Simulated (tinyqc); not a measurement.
Changing the anneal time t: hydrogen passivation of interface dangling bonds: competing passivation and dissociation with distributed barriers. Computed by tinyqc, a small Python program. Command: `OMP_NUM_THREADS=1 python tinyqc.py 3029620 3029621 out.jsonl passiv sweep`. One thread of a shared host (Intel(R) Xeon(R) Processor @ 2.30GHz), about 0.1 s of CPU time with the checks.

P_b + H2 gives P_bH + H at the rate k_f [H2]; P_bH gives P_b + H at the rate k_d. All defects start unpassivated. E_f and E_d are Gaussian and independent.

Inputs (values chosen for the exercise, close to those used for P_b centres at the silicon-oxide interface):
```
quantity,value,unit
defect density N0,6.4e+11,1/cm^2
passivation prefactor k_f0,1.8e-07,cm^3/s
mean passivation barrier E_f,1.45,eV
spread sigma_f,0.051,eV
dissociation prefactor k_d0,8e+12,1/s
mean dissociation barrier E_d,2.89,eV
spread sigma_d,0.11,eV
"H2 in the oxide per atm, solubility factor",1.4e+18,1/(cm^3 atm)
hydrogen pressure p,1,atm
anneal temperature T,525,C
oxide thickness,1.9,nm
```

Constants: k_B = 8.617333262e-05 eV/K; e = 1.602176634e-19 C; eps_0 = 8.8541878128e-12 F/m.

Method:
- [H2] = solubility factor x p; a = k_f0 [H2] exp(-E_f/(k_B T)), d = k_d0 exp(-E_d/(k_B T)). For one pair of barriers the active share is y = [d + a exp(-(a + d) t)]/(a + d).
- Temperatures in kelvin are T(C) + 273.15.
- Average y over both Gaussians with 40 x 40 Gauss-Hermite points.
- Active density N0 y; threshold shift if each active defect holds one charge, e N0 y t_ox/(3.9 eps_0).
- Minimise the averaged y over T between 150 and 900 C: find where ln y is equal at T - 0.05 and T + 0.05 C; T is rounded to 0.1 C.

One run for each value:
```
anneal time t (s),active share y,"active share, single barriers",best temperature (C),least active share
1.00e+00,1.5822e-07,2.5649e-08,529.6,1.4962e-07
1.00e+01,1.2130e-07,2.5649e-08,467.0,3.3715e-08
1.00e+02,1.2130e-07,2.5649e-08,413.9,7.8636e-09
1.00e+04,1.2130e-07,2.5649e-08,328.6,4.7172e-10
1.00e+05,1.2130e-07,2.5649e-08,293.7,1.2104e-10
1.00e+06,1.2130e-07,2.5649e-08,262.9,3.1973e-11
```

Give the missing row, anneal time t (s) = 1.00e+03.

Computed row:
```
anneal time t (s)  active share y  active share, single barriers  best temperature (C)  least active share
1.00e+03               1.2130e-07                     2.5649e-08                 368.3          1.8958e-09
```

Interpolating between the two neighbouring rows (the first column on a logarithmic scale, the others too where they are positive) misses most in least active share, by 1.6 %. Over the rows, active share y falls from 1.58e-7 to 1.21e-7, flat over part of the range; active share, single barriers does not change; best temperature (C) falls from 530 to 263 (exponent d ln y / d ln x -0.055 between the first rows and -0.048 between the last). At the high end the exponent of active share y is 0.00, close to 0: the steady balance is reached. Longer anneals allow a colder optimum with a lower floor.

Caution (all rows): single-barrier shares below about 1e-3 are formal; measured passivation levels off well above them. Caution (all rows): densities below a few 1e9 per cm^2 are formal: other defects set the floor in real interfaces. Caution (all rows): a least active share below 1e-3 is a property of the model; measured passivation levels off well above it. Caution (all rows): atomic hydrogen, which both passivates and depassivates, and further passivation during cooling are left out.

Extremes, crossings and ranges named in words are read from the listed rows.
